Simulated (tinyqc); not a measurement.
Changing the composition x for the local step: interdiffusion in a binary couple: Darken equations, Kirkendall shift and Boltzmann-Matano analysis. Computed by tinyqc, a small Python program. Command: `OMP_NUM_THREADS=1 python tinyqc.py 3023168 3023169 out.jsonl darken sweep`. One thread of a shared host (Intel(R) Xeon(R) Processor @ 2.30GHz), about 0.1 s of CPU time with the checks.

x is the mole fraction of B; the molar volume is constant, and the two halves are long enough to count as infinite.

Inputs (values chosen for the exercise, for a model alloy A-B):

| quantity | value | unit |
|---|---|---|
| tracer diffusivity D*_A(0) | 1.9e-13 | m^2/s |
| tracer diffusivity D*_B(0) | 5.9e-14 | m^2/s |
| slope k of ln D* with x | 1.3 | - |
| regular-solution parameter W | 0.0054 | eV |
| temperature T | 1000 | K |
| left composition x_L | 0.31 | - |
| right composition x_R | 0.74 | - |
| time t | 460000 | s |

Vacancy-wind correction: none.

Constants: k_B = 8.617333262e-05 eV/K.

Method:
- D*_i(x) = D*_i(0) exp(k x); thermodynamic factor Phi = 1 - 2 W x (1 - x)/(k_B T); intrinsic D_i = D*_i Phi; interdiffusion D~ = x D_A + (1 - x) D_B.
- With lambda = z/sqrt(t), the profile solves d/dlambda (D~ dx/dlambda) + (lambda/2) dx/dlambda = 0 with x = x_L and x_R far to the left and right; z = 0 is the original interface. It is solved as a boundary-value problem in y = lambda/sqrt(D~ at the mean composition) on -12 < y < 12 (collocation, tolerance 1e-8).
- Read from the profile: the position z(x), the area -int_(x_L)^x z dx and the slope.
- D~(x) = area/(2 t slope), with z counted from the original interface (the Matano plane); 1 um^2 = 1e-12 m^2.

One run for each value:

| composition x for the local step | interdiffusion coefficient D~ at the local x (m^2/s) | thermodynamic factor Phi | position z(x) (um) | D~ from the profile (m^2/s) |
|---|---|---|---|---|
| 0.33 | 1.5265e-13 | 0.97229 | -709.57 | 1.5265e-13 |
| 0.39 | 1.7733e-13 | 0.97018 | -428.53 | 1.7733e-13 |
| 0.44 | 2.0028e-13 | 0.96912 | -281.70 | 2.0028e-13 |
| 0.50 | 2.3101e-13 | 0.96867 | -121.91 | 2.3101e-13 |
| 0.55 | 2.5958e-13 | 0.96898 | 16.23 | 2.5958e-13 |
| 0.61 | 2.9784e-13 | 0.97018 | 208.46 | 2.9784e-13 |
| 0.66 | 3.3341e-13 | 0.97188 | 420.04 | 3.3341e-13 |
| 0.72 | 3.8105e-13 | 0.97473 | 902.27 | 3.8105e-13 |

Over the rows, interdiffusion coefficient D~ at the local x (m^2/s) rises from 1.53e-13 to 3.81e-13 (exponent d ln y / d ln x 0.90 between the first rows and 1.5 between the last); thermodynamic factor Phi goes from 0.972 through a minimum among these rows, 0.969 at 0.500, to 0.975; position z(x) (um) rises from -710 to 902. D~ read back from the profile reproduces the local D~.

Extremes, crossings and ranges named in words are read from the listed rows.
